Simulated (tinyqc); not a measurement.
# p-n diode, drift-diffusion by the Gummel loop with Scharfetter-Gummel fluxes: effects of single changes

Abrupt junction at x = 0, p side from -Lp, n side to Ln, ohmic contacts. psi is counted from the intrinsic level; n = ni exp((psi - phin)/Vt), p = ni exp((phip - psi)/Vt). Contacts: p side psi = V - Vt ln(Na/ni), p = Na, n = ni^2/Na; n side psi = Vt ln(Nd/ni), n = Nd, p = ni^2/Nd. Constant mobilities, D = mu Vt, Boltzmann statistics, SRH recombination through a mid-gap level, U = (n p - ni^2)/(tp (n + ni) + tn (p + ni)). Current is positive from the p contact to the n contact.

Parameters, values chosen for the exercise; band and dielectric values close to those of silicon:
- T = 300 K (temperature)
- Eg = 1.13 eV (band gap)
- eps_r = 11.6 (relative permittivity)
- Nc = 2.76e19 cm^-3 (conduction-band density of states at T)
- Nv = 2.62e19 cm^-3 (valence-band density of states at T)
- Na = 5.5e15 cm^-3 (acceptor density of the p side)
- Nd = 1.7e16 cm^-3 (donor density of the n side)
- mun = 1100 cm^2/(V s) (electron mobility)
- mup = 400 cm^2/(V s) (hole mobility)
- tn = 6e-7 s (SRH lifetime of electrons)
- tp = 1e-9 s (SRH lifetime of holes)
- Lp = 1.6 um (length of the p side)
- Ln = 3.3 um (length of the n side)
- G = 0 cm^-3 s^-1 (uniform generation rate)

Constants: q = 1.602176634e-19 C, kB = 1.380649e-23 J/K, Vt = kB T/q, eps0 = 8.8541878128e-14 F/cm where lengths are in cm. Results are converted to the units shown.

Each table varies one quantity; the others keep the values above.

## Current against voltage in the dark

ni = sqrt(Nc Nv) exp(-Eg/(2 Vt)), Eg in volts. Poisson and both continuity equations are solved self-consistently with Scharfetter-Gummel fluxes on a graded mesh of 500 nodes. J_scr is q times the integral of U between -xp and xn. Ideal diffusion current J_id = q ni^2 [Dn coth(wp/Le)/(Le Na) + Dp coth(wn/Lh)/(Lh Nd)] (exp(V/Vt) - 1), Le = sqrt(Dn tn), Lh = sqrt(Dp tp), wp = Lp - xp, wn = Ln - xn, with xp and xn from the depletion approximation (W = sqrt(2 eps0 eps_r (Vbi - V)(1/Na + 1/Nd)/q), xp = W Nd/(Na + Nd), xn = W Na/(Na + Nd), Vbi = Vt ln(Na Nd/ni^2)). Ideality factor = 0.004 V/(Vt ln[J(V + 0.004 V)/J(V)]). Here G = 0.

In this table G = 0 cm^-3 s^-1.

Current against voltage in the dark:

| V (V) | J (A/cm^2) | ideality factor | J_scr/J (%) | J_id (A/cm^2) | share recombining at the contacts (%) | larger minority/doping at -xp and xn |
|---|---|---|---|---|---|---|
| 0.14 | 1.12e-6 | 1.41 | 88.9 | 1.25e-7 | 9.74 | 8.67e-10 |
| 0.2 | 5.54e-6 | 1.46 | 77.4 | 1.26e-6 | 19.8 | 8.77e-9 |
| 0.26 | 2.88e-5 | 1.33 | 56.2 | 1.27e-5 | 38.4 | 8.86e-8 |
| 0.32 | 1.85e-4 | 1.16 | 31.7 | 1.28e-4 | 59.7 | 8.94e-7 |
| 0.37 | 0.00104 | 1.08 | 16.7 | 8.76e-4 | 72.7 | 6.12e-6 |
| 0.43 | 0.00934 | 1.04 | 7.02 | 0.00880 | 81.0 | 6.13e-5 |
| 0.49 | 0.0893 | 1.02 | 2.73 | 0.0882 | 84.6 | 6.09e-4 |
| 0.54 | 0.590 | 1.03 | 1.02 | 0.602 | 86.6 | 0.00406 |
| 0.6 | 5.40 | 1.08 | 0.200 | 6.01 | 90.8 | 0.0365 |

Read the table: what changes, and by how much?

J rises from 1.12e-6 to 5.40 A/cm^2; the ideality factor moves up and down between 1.02 and 1.46. Recombination in the depleted layer carries over half of the current up to V = 0.26 V, where the factor is 1.33; it grows roughly as exp(V/2 Vt), so diffusion overtakes it. Where the factor is lowest (V = 0.49 V), J is 1.2 % above the ideal diffusion current.

## Effect of the SRH lifetime of electrons at fixed bias

Same model as above.

In this table V = 0.42 V.

Effect of the SRH lifetime of electrons at fixed bias:

| tn (s) | J (A/cm^2) | ideality factor | J_scr/J (%) | J_id (A/cm^2) | share recombining at the contacts (%) | larger minority/doping at -xp and xn |
|---|---|---|---|---|---|---|
| 1e-11 | 0.236 | 1.55 | 85.8 | 0.0428 | 0.0362 | 2.83e-5 |
| 1e-10 | 0.0690 | 1.49 | 79.9 | 0.0143 | 2.86 | 3.88e-5 |
| 1e-9 | 0.0218 | 1.41 | 67.8 | 0.00708 | 21.1 | 4.14e-5 |
| 1e-8 | 0.0102 | 1.22 | 40.7 | 0.00610 | 50.1 | 4.17e-5 |
| 1e-7 | 0.00717 | 1.09 | 17.3 | 0.00600 | 71.8 | 4.18e-5 |
| 1e-6 | 0.00633 | 1.03 | 6.56 | 0.00599 | 81.4 | 4.18e-5 |
| 1e-5 | 0.00605 | 1.02 | 2.39 | 0.00599 | 85.2 | 4.18e-5 |

As tn rises from 1e-11 to 1e-5, J falls from 0.236 to 0.00605 A/cm^2, the share of the depleted layer falls from 85.8 to 2.39 % and the share lost at the contacts rises from 0.0362 to 85.2 %. The exponent d ln J/d ln tn is -0.53 between the first two rows and -0.02 between the last two. J less J_scr is 1.4 % below J_id in the last row.

tinyqc, about 0.1 s, one thread, Intel Xeon 2.30GHz (shared host): `OMP_NUM_THREADS=1 python tinyqc.py 2240017 2240018 out.jsonl`
